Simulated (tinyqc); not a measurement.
Worked calculation: exchange-only LDA atom on a uniform radial grid, spin-unpolarised, for C. Computed by tinyqc, a small Python program that keeps every step. Settings: Z = 6, points = 256, R = 11.7, functional = Slater exchange alone, mixing = 1.0, iteration cap = 66. Command: `OMP_NUM_THREADS=1 python tinyqc.py 28967 28968 out.jsonl` (the two numbers bound the seeds that draw the settings). One thread of a shared host (Intel(R) Xeon(R) Processor @ 2.60GHz), about 2 s of CPU time with the checks.

Spherical atom on a uniform radial grid r_j = j h with h = R/(N + 1), h sum u^2 = 1 and integrals as h times sums, u(0) = u(R) = 0 (atomic units):
```
parameter            value
Z                        6
points N               256
R                11.700000
h                 0.045525
mixing            1.000000
electrons in 1s          2
electrons in 2s          2
electrons in 2p          2
```

Three-point differences turn -u''/2 + [l(l+1)/2r^2 - Z/r + V] u = e u into a tridiagonal matrix (diagonal 1/h^2 + potential, off-diagonal -1/2h^2). D = sum f u^2; the Hartree potential y/r solves y'' = -D/r with y(0) = 0, y(R) = N_e; v_xc comes from rho = D/(4 pi r^2); E = sum f e - int D V + int D (V_H/2 + eps_xc); V(new) = V + mixing (V_H + v_xc - V).

Stop when input and output potentials agree to 1e-7.

Course of the cycle (hartree):
```
iteration           E     e(1s)    e(2s)    e(2p)  largest |V(out) - V(in)|
1          -32.962555  -17.6762  -4.4792  -4.5071                  1.32e+01
2          -34.205295   -7.2331  -0.0075   0.0691                  5.48e+00
3          -35.793682  -11.6641  -1.5736  -1.3242                  3.55e+00
4          -35.570426   -8.5952  -0.1543   0.0472                  2.60e+00
5          -36.066921  -10.8714  -1.1218  -0.8468                  2.28e+00
6          -35.927962   -8.8507  -0.2086   0.0261                  1.94e+00
7          -36.172824  -10.5624  -0.9323  -0.6496                  1.79e+00
8          -36.092374   -8.9738  -0.2400   0.0089                  1.59e+00
9          -36.235142  -10.3812  -0.8254  -0.5390                  1.49e+00
10         -36.186932   -9.0596  -0.2636  -0.0062                  1.35e+00
11         -36.277310  -10.2553  -0.7546  -0.4661                  1.27e+00
...               ...       ...      ...      ...                       ...
56         -36.413540   -9.5628  -0.4312  -0.1444                  9.86e-02
57         -36.413669   -9.6497  -0.4656  -0.1767                  9.35e-02
58         -36.413741   -9.5672  -0.4330  -0.1460                  8.86e-02
59         -36.413842   -9.6453  -0.4638  -0.1750                  8.40e-02
60         -36.413902   -9.5712  -0.4345  -0.1475                  7.96e-02
61         -36.413983   -9.6414  -0.4622  -0.1735                  7.55e-02
62         -36.414032   -9.5748  -0.4359  -0.1488                  7.15e-02
63         -36.414096   -9.6379  -0.4608  -0.1722                  6.78e-02
64         -36.414137   -9.5781  -0.4372  -0.1499                  6.43e-02
65         -36.414188   -9.6347  -0.4596  -0.1710                  6.10e-02
66         -36.414221   -9.5810  -0.4383  -0.1510                  5.78e-02
```

Can the last value be used, and what does the course show?

Not by the stop rule; and the uniform grid itself carries an error of order h^2 at the cusp, far above the threshold. Not converged within 66 iterations: the residual falls steadily but slowly, by a factor of about 0.95 a step. Reruns (cap 100 unless said): mixing 0.3: converged in 47; mixing 0.6: converged in 19; the original settings with a cap of 400: converged in 315. Even converged, this uniform grid resolves the cusp poorly and misses the energy of the atom.
